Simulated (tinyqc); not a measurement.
# Electron mobility in a silicon inversion layer, empirical terms and Matthiessen rule: effects of single changes

Inversion layer of sheet density Ns on a uniformly doped body, under a high-permittivity gate with an interlayer. The mobility terms are empirical power laws with prefactors chosen for the exercise; adding their inverses (Matthiessen) is itself an approximation.

Parameters, values chosen for the exercise; material values close to those of silicon:

| symbol | value | unit | meaning |
|---|---|---|---|
| T | 293 | K | temperature |
| Eg | 1.13 | eV | band gap |
| eps_r | 11.7 |  | relative permittivity of the semiconductor |
| Nc | 2.67e19 | cm^-3 | conduction-band density of states at T |
| Nv | 2.59e19 | cm^-3 | valence-band density of states at T |
| Nb | 1.4e18 | cm^-3 | body doping |
| Vsb | 1 | V | reverse body bias |
| eta | 0.5 |  | weight of the inversion charge in the effective field |
| Ap | 406 | cm^2/(V s) | phonon-limited mobility at 1 MV/cm and 300 K |
| As | 991 | cm^2/(V s) | roughness-limited mobility at 1 MV/cm |
| gs | 2 |  | exponent of the roughness term |
| Ac | 2500 | cm^2/(V s) | Coulomb prefactor |
| Nit | 3.4e11 | cm^-2 | charge at the interface |
| Ar | 390 | cm^2/(V s) | remote-phonon mobility without interlayer |
| ti | 0.5 | nm | interlayer thickness |
| lr | 0.8 | nm | decay length of remote phonons |
| Ns | 3.5e12 | cm^-2 | inversion density |

Constants: q = 1.602176634e-19 C, kB = 1.380649e-23 J/K, Vt = kB T/q, eps0 = 8.8541878128e-14 F/cm where lengths are in cm. Results are converted to the units shown.

Each table varies one quantity; the others keep the values above.

## Effect of the inversion density

ni = sqrt(Nc Nv) exp(-Eg/(2 Vt)), Eg in volts; Ndep = sqrt(2 eps0 eps_r Nb (2 Vt ln(Nb/ni) + Vsb)/q); E = q (Ndep + eta Ns)/(eps0 eps_r), in MV/cm. With t = T/(300 K): muC = Ac (Ns/1e12 cm^-2) t/(Nb/1e17 cm^-3 + Nit/1e11 cm^-2), muP = Ap E^(-1/3) t^(-1.75), muS = As E^(-gs), muR = Ar exp(2 ti/lr)/t; 1/mu is the sum of the inverses.

The same in every row: muR (cm^2/(V s)) = 1393.8.

Results:

| Ns (cm^-2) | E (MV/cm) | muC (cm^2/(V s)) | muP (cm^2/(V s)) | muS (cm^2/(V s)) | mu (cm^2/(V s)) |
|---|---|---|---|---|---|
| 2e11 | 0.94188 | 28.065 | 431.66 | 1117.1 | 25.278 |
| 3.6e11 | 0.95426 | 50.517 | 429.78 | 1088.3 | 42.090 |
| 6.3e11 | 0.97514 | 88.405 | 426.69 | 1042.2 | 65.222 |
| 1.1e12 | 1.0115 | 154.36 | 421.52 | 968.63 | 94.334 |
| 3.6e12 | 1.2048 | 505.17 | 397.65 | 682.72 | 149.78 |
| 6.3e12 | 1.4136 | 884.05 | 377.02 | 495.93 | 153.43 |
| 1.1e13 | 1.7770 | 1543.6 | 349.33 | 313.82 | 134.87 |
| 2e13 | 2.4730 | 2806.5 | 312.89 | 162.04 | 95.775 |

Estimate the missing row, Ns = 2e12 cm^-2.

Computed row:

| Ns (cm^-2) | E (MV/cm) | muC (cm^2/(V s)) | muP (cm^2/(V s)) | muS (cm^2/(V s)) | mu (cm^2/(V s)) |
|---|---|---|---|---|---|
| 2e12 | 1.0811 | 280.65 | 412.27 | 847.93 | 126.81 |

With this row back in the table: As Ns goes from 2e11 to 2e13 cm^-2, E rises from 0.942 to 2.47 MV/cm and mu goes from 25.3 through a maximum of 153 (at Ns = 6.3e12 cm^-2 among the rows listed) to 95.8 cm^2/(V s). The smallest term is the Coulomb one in the first row and the roughness one in the last. Screening lifts the Coulomb term as Ns grows while the field presses the carriers to the interface, hence the maximum. For Ns = 1.1e13 to 2e13 cm^-2 E passes 1.5 MV/cm, beyond the usual range of such laws.

## Effect of the charge at the interface

Same model as above.

The same in every row: E (MV/cm) = 1.197; muP (cm^2/(V s)) = 398.5; muS (cm^2/(V s)) = 691.6; muR (cm^2/(V s)) = 1394.

Effect of the charge at the interface:

| Nit (cm^-2) | muC (cm^2/(V s)) | mu (cm^2/(V s)) |
|---|---|---|
| 1e10 | 606.1 | 158.2 |
| 3.2e10 | 596.8 | 157.5 |
| 1e11 | 569.7 | 155.6 |
| 3.2e11 | 496.9 | 149.6 |
| 1e12 | 356.1 | 133.7 |
| 3.2e12 | 185.8 | 99.45 |
| 1e13 | 74.96 | 55.52 |

What does the table show?

As Nit goes from 1e10 to 1e13 cm^-2, E stays at 1.20 MV/cm and mu falls from 158 to 55.5 cm^2/(V s). The smallest term is the phonon one in the first row and the Coulomb one in the last.

## Effect of the body doping

Same model as above.

The same in every row: muR (cm^2/(V s)) = 1393.8.

Effect of the body doping:

| Nb (cm^-3) | E (MV/cm) | muC (cm^2/(V s)) | muP (cm^2/(V s)) | muS (cm^2/(V s)) | mu (cm^2/(V s)) |
|---|---|---|---|---|---|
| 2e16 | 0.37522 | 2373.8 | 586.65 | 7039.0 | 334.96 |
| 4.4e16 | 0.42748 | 2225.5 | 561.69 | 5422.9 | 319.33 |
| 9.7e16 | 0.50607 | 1955.6 | 530.97 | 3869.5 | 296.68 |
| 2.1e17 | 0.62067 | 1553.8 | 496.04 | 2572.4 | 265.55 |
| 4.7e17 | 0.79991 | 1055.0 | 455.82 | 1548.8 | 221.98 |
| 1e18 | 1.0503 | 637.75 | 416.27 | 898.43 | 172.39 |
| 2.3e18 | 1.4656 | 323.71 | 372.51 | 461.38 | 115.49 |
| 5e18 | 2.0496 | 160.03 | 333.11 | 235.91 | 70.387 |

As Nb goes from 2e16 to 5e18 cm^-3, E rises from 0.375 to 2.05 MV/cm and mu falls from 335 to 70.4 cm^2/(V s). The smallest term is the phonon one in the first row and the Coulomb one in the last. At Nb = 5e18 cm^-3 E passes 1.5 MV/cm, beyond the usual range of such laws.

Program tinyqc, `OMP_NUM_THREADS=1 python tinyqc.py 2510107 2510108 out.jsonl`; Intel Xeon 2.30GHz, shared host, one thread, about 0.01 s.
